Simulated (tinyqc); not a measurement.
Inverse iteration on a symmetric matrix, step by step. One step of it, computed by the program tinyqc.

Question. Step 1. solve (A - shift) w = v; v' = w/|w| with its largest component positive (the first on a tie); lambda = v'^T A v'.

A:
```
           1          2          3          4
1   0.455000  -0.245000  -0.770000   0.208000
2  -0.245000   0.496000  -0.674000  -0.230000
3  -0.770000  -0.674000   0.723000  -1.069000
4   0.208000  -0.230000  -1.069000   1.700000
```

vector v at the start: 0.500000  0.500000  0.500000  0.500000

shift = 0.370000

Give: vector after step 1; Rayleigh quotient after step 1.

Answer.

vector after step 1: 0.5311  0.4367  0.7150  0.1265

Rayleigh quotient after step 1 = -0.6904
